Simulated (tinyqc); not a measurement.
Worked calculation: geometry optimisation on the RHF/3-21g surface (energies and gradients from PySCF), for H3-, spin multiplicity 1. The basis has no diffuse functions, so it cannot describe the extra electron: this is an exercise in the method, not the real anion. One step of it, computed by the program tinyqc.

Task: Step 3: move. Quasi-Newton step p = -H^(-1) g (the inverse Hessian comes from BFGS updates; coordinates in the order x, y, z of each atom); steps longer than 0.5 bohr are cut back (factor 0.298 here).

positions after step 2 (bohr):
```
            x          y          z
1H  -0.035624   0.250632  -0.600740
2H   0.011715  -0.026170   2.266658
3H   0.010681   0.977405   0.711357
```

gradient (hartree/bohr):
```
              x            y            z
1H   0.00176048  -0.01831087   0.11863019
2H  -0.00211623  -0.00343133  -0.10453240
3H   0.00035575   0.02174220  -0.01409779
```

inverse Hessian in use (bohr^2/hartree):
```
           1          2          3          4          5          6          7          8
1   6.665901  -0.032828   0.009455  -0.000987  -0.029074  -0.007621   0.001752   0.061902
2  -0.032828   6.224139  -1.039031   0.007545   0.266152  -0.007272   0.025283   0.176376
3   0.009455  -1.039031   8.711383  -0.062415  -1.904919  -0.384052   0.052960   2.943950
4  -0.000987   0.007545  -0.062415   6.667931   0.034174   0.014382  -0.000278  -0.041719
5  -0.029074   0.266152  -1.904919   0.034174   6.849697   1.497100  -0.005100  -0.449182
6  -0.007621  -0.007272  -0.384052   0.014382   1.497100   5.171810  -0.006761  -1.489827
7   0.001752   0.025283   0.052960  -0.000278  -0.005100  -0.006761   6.665192  -0.020183
8   0.061902   0.176376   2.943950  -0.041719  -0.449182  -1.489827  -0.020183   6.939473
9  -0.001834   1.046303  -1.660665   0.048033   0.407820   1.878909  -0.046199  -1.454123

           9
1  -0.001834
2   1.046303
3  -1.660665
4   0.048033
5   0.407820
6   1.878909
7  -0.046199
8  -1.454123
9   6.448422
```

Give: positions after step 3.

Result:

positions after step 3 (bohr):
```
         x      y       z
1H  -0.040  0.325  -0.954
2H   0.019  0.101   2.460
3H   0.008  0.776   0.871
```
